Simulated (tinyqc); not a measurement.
From results back to parameters: Stoner model of a band ferromagnet. Four cases, with inputs chosen for the exercise.

Problem. The moment of the weak ferromagnet is given and I is hidden.

Density of states per atom and spin: two humps, D(e) = (M/W) [1 - sp cos(4 pi e/W)]. Levels e -/+ I m/2 for up and down spin, m = n_up - n_down, n_up + n_down = nd. At zero temperature e(N) is the energy below which N states lie, and E(m) = sum over spins of integral e D de - I m^2/4.

Find: e(n_up), e(n_down); I.

Method. n_up and n_down follow from nd and m; both bands share one Fermi level, so I = (e(n_up) - e(n_down))/m.

Case 1.

Values chosen: W = 3.7 eV (band width, e from -W/2 to W/2); M = 5 (states per atom and spin); nd = 7.62 (electrons per atom); sp = 0.61 (shape parameter).

m = 2.10319 muB

Solution.

e(n_up), e(n_down) (eV): 1.622  0.360

I = 0.60 eV

Case 2.

Values chosen: W = 4.4 eV (band width, e from -W/2 to W/2); M = 5 (states per atom and spin); nd = 6.98 (electrons per atom); sp = 0.42 (shape parameter).

m = 1.89154 muB

Solution.

e(n_up), e(n_down) (eV): 1.561  0.067

I = 0.79 eV

Case 3.

Values chosen: W = 3.8 eV (band width, e from -W/2 to W/2); M = 5 (states per atom and spin); nd = 2.56 (electrons per atom); sp = 0.56 (shape parameter).

m = 1.96104 muB

Solution.

e(n_up), e(n_down) (eV): -0.333  -1.510

I = 0.60 eV

Case 4.

Values chosen: W = 3.7 eV (band width, e from -W/2 to W/2); M = 5 (states per atom and spin); nd = 7.12 (electrons per atom); sp = 0.27 (shape parameter).

m = 1.65827 muB

Solution.

e(n_up), e(n_down) (eV): 1.321  0.226

I = 0.66 eV

Computed by tinyqc, one run a case: `OMP_NUM_THREADS=1 python tinyqc.py N N+1 out.jsonl` with N = 1651759, 1652254, 1680415, 1680528; one thread of a shared Intel(R) Xeon(R) Processor @ 2.30GHz, about 0.4 s a run at most.
